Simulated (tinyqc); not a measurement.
X-ray reflectivity of a thin film on silicon: critical angles, Parratt recursion, fringes and roughness: one step, computed by the program tinyqc. Command: `OMP_NUM_THREADS=1 python tinyqc.py 3121593 3121594 out.jsonl xrr walk`. One thread of a shared host (Intel(R) Xeon(R) Processor @ 2.30GHz), about 0.01 s of CPU time with the checks.

n = 1 - delta + i beta; the classical electron radius is r_e = 2.8179403e-6 nm. Layer 0 is vacuum, 1 the film, 2 the substrate.

Problem. Fringe period, contrast and decay. Far above the critical angle the period is d theta = lambda/(2 d), or 2 pi/d in q; the envelope runs between (|r_01| - |r_12 p|)^2 and (|r_01| + |r_12 p|)^2; contrast = 2 a b/(a^2 + b^2) with a = |r_01|, b = |r_12 p|; roughness factors on the amplitudes are about exp(-q^2 sigma^2/2).

Inputs (values chosen for the exercise, modelled on copper on silicon, copper K-alpha radiation): wavelength lambda = 0.15406 nm; film thickness d = 3.22 nm; roughness of the surface sigma_1 = 0.71 nm; roughness of the interface sigma_2 = 0.71 nm.

1000 r_01 = 0.5871014-0.0149903i

1000 r_12 = -0.4316475+0.0113566i

p = -0.5528258-0.8280902i

q = 4 pi sin(theta)/lambda = 3.287696 1/nm

Give: period in theta; period in q; contrast; roughness factor, surface; roughness factor, interface.

Solution.

period in theta = 1.371 degrees

period in q = 1.951 1/nm

contrast = 0.9533

roughness factor, surface = 0.06559

roughness factor, interface = 0.06559
